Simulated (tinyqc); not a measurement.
Charge-trap memory cell: one step of the calculation.

Channel, tunnel oxide, storage layer, blocking layer, gate. N electrons per area sit in a sheet at the centroid and shift the threshold by U = (q/eps0) N (tb/eb + xc tn/en). EOT = t1 + 3.9 (tn/en + tb/eb); tunnel field F = (Vg - U)/EOT; dN/dt = eta (J/q)(1 - N/Nm). Fowler-Nordheim: J = A F^2 exp(-B/F), A = q^2/(16 pi^2 hbar mo phi) (times 1e14 for A/cm^2 with F in V/nm, emitter mass m0), B = (4/3) sqrt(mo/C) phi^1.5, C = hbar^2/(2 m0).

Task. Midpoint steps of growing length. N(half) = N + (d/2) r(N), N(new) = N + d r(N(half)), r = dN/dt; the step starts at d0 and is multiplied by gr each time. Field in the blocking layer (3.9 F + q N/eps0)/eb.

Values chosen for this exercise; oxide values close to those of silicon dioxide, storage layer close to silicon nitride, blocking layer close to silicon dioxide:
```
symbol   value   unit                                                      meaning
phi       3.13     eV                                               tunnel barrier
mo        0.48     m0                                              tunnelling mass
t1         5.9     nm                              tunnel oxide (permittivity 3.9)
tn         4.6     nm                                                storage layer
en         7.1                                           its relative permittivity
tb         6.1     nm                                               blocking layer
eb         3.9                                           its relative permittivity
xc        0.37         charge centroid, share of tn counted from the blocking side
eta       0.69                                capture efficiency of an empty layer
Nm      2.2e13  cm^-2                                                 trap density
Vg          18      V            gate voltage less flat band and surface potential
d0      9.9e-7      s                                              first time step
gr         1.6                                                  growth of the step
n            8                                                               steps
```

Constants: q = 1.602176634e-19 C, hbar = 1.054571817e-34 J s, m0 = 9.1093837015e-31 kg, eps0 = 8.8541878128e-14 F/cm where lengths are in cm, hbar^2/(2 m0) = 0.0380998212 eV nm^2. Results are converted to the units shown.

Find: t; N; U; F; blocking field.

Result.

| step | t (s) | N (cm^-2) | U (V) | F (V/nm) | blocking field (V/nm) |
|---|---|---|---|---|---|
| 0 | 0 | 0 | 0.0000 | 1.2391 | 1.2391 |
| 1 | 9.9000e-7 | 3.9567e11 | 0.1291 | 1.2302 | 1.2486 |
| 2 | 2.5740e-6 | 9.0309e11 | 0.2948 | 1.2188 | 1.2607 |
| 3 | 5.1084e-6 | 1.5163e12 | 0.4949 | 1.2050 | 1.2754 |
| 4 | 9.1634e-6 | 2.2172e12 | 0.7237 | 1.1893 | 1.2921 |
| 5 | 1.5652e-5 | 2.9814e12 | 0.9731 | 1.1721 | 1.3104 |
| 6 | 2.6032e-5 | 3.7848e12 | 1.2354 | 1.1541 | 1.3297 |
| 7 | 4.2642e-5 | 4.6072e12 | 1.5038 | 1.1356 | 1.3493 |
| 8 | 6.9217e-5 | 5.4338e12 | 1.7736 | 1.1170 | 1.3691 |

Range of the model: The Fowler-Nordheim form needs F t1 above phi; trap-assisted paths and leakage through the blocking layer are left out.

tinyqc, about 0.08 s, one thread, Intel Xeon 2.30GHz (shared host): `OMP_NUM_THREADS=1 python tinyqc.py 2130066 2130067 out.jsonl`
